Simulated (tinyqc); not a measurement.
Pump-down curve: gas flow in a process chamber: flow regimes, conductance, effective pumping speed, pump-down, outgassing and purge. Computed by tinyqc, a small Python program. Command: `OMP_NUM_THREADS=1 python tinyqc.py 3120454 3120455 out.jsonl pump walk`. One thread of a shared host (Intel(R) Xeon(R) Processor @ 2.30GHz), about 0.08 s of CPU time with the checks.

Ideal gas, isothermal flow, a pump of constant speed at the end of a round pipe; process gas, volume gas and outgassing are given the same properties. 1 sccm = 101325 Pa x 1e-6 m^3/60 s x T/273.15 K.

Inputs (values chosen for the exercise, modelled on nitrogen near room temperature):
```
quantity,value,unit
molar mass M,28.01,g/mol
molecular diameter,0.37,nm
viscosity eta,17.8,micropascal s
temperature T,293,K
chamber volume V,110,L
wall area,2.1,m^2
pipe diameter d,16,cm
pipe length l,180,cm
pump speed S,220,L/s
outgassing rate after 1 h,7e-06,Pa m^3/(s m^2)
outgassing exponent n,0.98,-
starting pressure p0,470,Pa
```

Constants: k_B = 1.380649e-23 J/K; u = 1.6605390666e-27 kg.

Method:
- Mean speed c = sqrt(8 k_B T/(pi m)); aperture conductance C_a = c pi d^2/16; molecular pipe C_m = C_a/(1 + 3 l/(4 d)) (Dushman form); viscous pipe C_v = pi d^4 p_mean/(128 eta l); Knudsen interpolation C = C_v + C_m (1 + x)/(1 + 1.24 x), x = d p_mean sqrt(m/(k_B T))/eta.
- Effective speed 1/S_eff = 1/S + 1/C_m; time constant V/S_eff; pressure at which the free path k_B T/(sqrt2 pi d_m^2 p) equals d.
- Pump-down: V dp/dt = -S_eff(p) p + q(t) A, with S_eff = S p_2/p, where p_2 solves C((p + p_2)/2) (p - p_2) = S p_2 at each moment, and q(t) = q_1 (1 h/(t + 10 s))^n; integrated adaptively. At long times p = q(t) A/S_eff.
- S_eff(p) is tabulated at 260 pressures and interpolated in ln p. Comparison columns: p0 exp(-t/time constant) with the molecular S_eff (0 below 1e-26 p0), and the outgassing limit.

time constant = 0.938849 s

S_eff in molecular flow = 117.165 L/s

Pressure against time:
```
t (s),p (Pa),S_eff (L/s),volume gas only (Pa),outgassing limit (Pa)
0.3,2.5815e+02,219.63,3.4145e+02,3.9005e-02
1,6.4002e+01,218.51,1.6200e+02,3.6571e-02
3,1.5395e+00,176.78,1.9247e+01,3.1048e-02
10,2.2443e-02,114.83,1.1125e-02,2.0356e-02
30,1.0725e-02,115.53,6.2323e-12,1.0320e-02
100,3.8873e-03,116.41,0,3.8294e-03
300,1.3950e-03,116.87,0,1.3873e-03
1000,4.3673e-04,117.07,0,4.3598e-04
3600,1.2519e-04,117.14,0,1.2512e-04
20000,2.3362e-05,117.16,0,2.3360e-05
100000,4.8268e-06,117.16,0,4.8267e-06
```

What does the comparison show, and why?

From t = 10 s on the pressure is within 20 % of the outgassing limit, which falls only as (t + 10 s)^-0.98: walls, not volume, set the time to base pressure. Early on viscous flow raises S_eff to 220 L/s, 1.9 times its molecular value.
